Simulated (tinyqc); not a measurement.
Worked calculation: density of states of one tight-binding band on the simple cubic lattice. Values are carried at full precision from step to step, so a last printed digit may differ when a step is redone from the rounded ones.

E(k) = -2 t (c1 + c2 + c3) - 4 t2 (c1 c2 + c2 c3 + c3 c1) with ci = cos(2 pi ki); k in fractions of the reciprocal vectors, mesh k_i = j/N with j = 0 .. N-1. Densities are per cell and per spin, so the band holds one state.

Values chosen for the exercise: t = 0.41 eV (nearest hopping); t2 = -0.04 eV (second hopping); N = 6 (mesh points along each axis); bins = 8 (bins of the histogram); E_lo = -2.013 eV (lower end of the histogram); E_hi = 3.017 eV (upper end); E = 0.29 eV (energy at which the density is wanted); sigma = 0.205 eV (Gaussian width).

## Energies on the mesh

Evaluate the band at all 216 points and collect equal values.

Distinct energies:

| E_k (eV) | points |
|---|---|
| -1.9800 | 1 |
| -1.7300 | 6 |
| -1.4400 | 12 |
| -1.2300 | 6 |
| -1.1100 | 8 |
| -0.9800 | 3 |
| -0.8600 | 24 |
| -0.5700 | 12 |
| -0.4500 | 24 |
| -0.1200 | 24 |
| 0.2500 | 12 |
| 0.3700 | 24 |
| 0.6600 | 3 |
| 0.7800 | 24 |
| 1.2300 | 6 |
| 1.3500 | 8 |
| 1.8400 | 12 |
| 2.3700 | 6 |
| 2.9400 | 1 |

The 216 points give 19 distinct energies between -1.9800 and 2.9400 eV; a dense mesh gives a band from -1.980 to 2.940 eV.

## Histogram

Count the points in equal bins from E_lo to E_hi; g = count/(all points x bin width).

Histogram:

| from (eV) | to (eV) | points | g (1/eV) |
|---|---|---|---|
| -2.0130 | -1.3842 | 19 | 0.1399 |
| -1.3842 | -0.7555 | 41 | 0.3019 |
| -0.7555 | -0.1268 | 36 | 0.2651 |
| -0.1268 | 0.5020 | 60 | 0.4418 |
| 0.5020 | 1.1307 | 27 | 0.1988 |
| 1.1307 | 1.7595 | 14 | 0.1031 |
| 1.7595 | 2.3883 | 18 | 0.1325 |
| 2.3883 | 3.0170 | 1 | 0.0074 |

Empty bins: 0 of 8; the fullest holds 60 points.

## Gaussian broadening at one energy

Gaussian broadening: g(E) = mean over the mesh of exp(-(E - E_k)^2/(2 sigma^2))/(sigma sqrt(2 pi)), n(E) = mean of erfc((E_k - E)/(sigma sqrt 2))/2.

Sum over the distinct energies with their counts.

n(E) = 0.6252
g(E) = 0.3538 1/eV

## One tetrahedron of the mesh

For corner energies e1 <= e2 <= e3 <= e4 and eij = ei - ej, the share of the tetrahedron below E is n = (E - e1)^3/(e21 e31 e41) for e1 < E < e2; n = [e21^2 + 3 e21 x + 3 x^2 - (e31 + e42) x^3/(e32 e42)]/(e31 e41) with x = E - e2 for e2 < E < e3; n = 1 - (e4 - E)^3/(e41 e42 e43) for e3 < E < e4; its density of states is g = dn/dE.

corner energies, sorted (eV): -0.5700  -0.1200  0.3700  0.7800

Find its share below E and its density of states at E.

n = 0.7665
g = 1.3443 1/eV

E lies between corners 2 and 3.

## Sum over all linear tetrahedra

Each cube of the mesh, corners numbered 0 to 7 as the binary number (i j l), is cut into six tetrahedra around the diagonal 0-7: 0137, 0157, 0237, 0267, 0457, 0467. For corner energies e1 <= e2 <= e3 <= e4 and eij = ei - ej, the share of the tetrahedron below E is n = (E - e1)^3/(e21 e31 e41) for e1 < E < e2; n = [e21^2 + 3 e21 x + 3 x^2 - (e31 + e42) x^3/(e32 e42)]/(e31 e41) with x = E - e2 for e2 < E < e3; n = 1 - (e4 - E)^3/(e41 e42 e43) for e3 < E < e4; its density of states is g = dn/dE.

Average n and g over all pieces of the mesh. The reference uses the same method with N = 36.

n(E) = 0.6391
g(E) = 0.3819 1/eV
reference n(E) = 0.633
reference g(E) = 0.337 1/eV

On this mesh the linear method errs by +0.045 1/eV in g and +0.006 in n; the Gaussian sum erred by +0.017 and -0.008.

## Checks

- States below the top of the band by the linear method against one: both 1.000000.

tinyqc: `OMP_NUM_THREADS=1 python tinyqc.py 1650699 1650700 out.jsonl`; about 0.3 s, one thread, shared Intel(R) Xeon(R) Processor @ 2.30GHz.
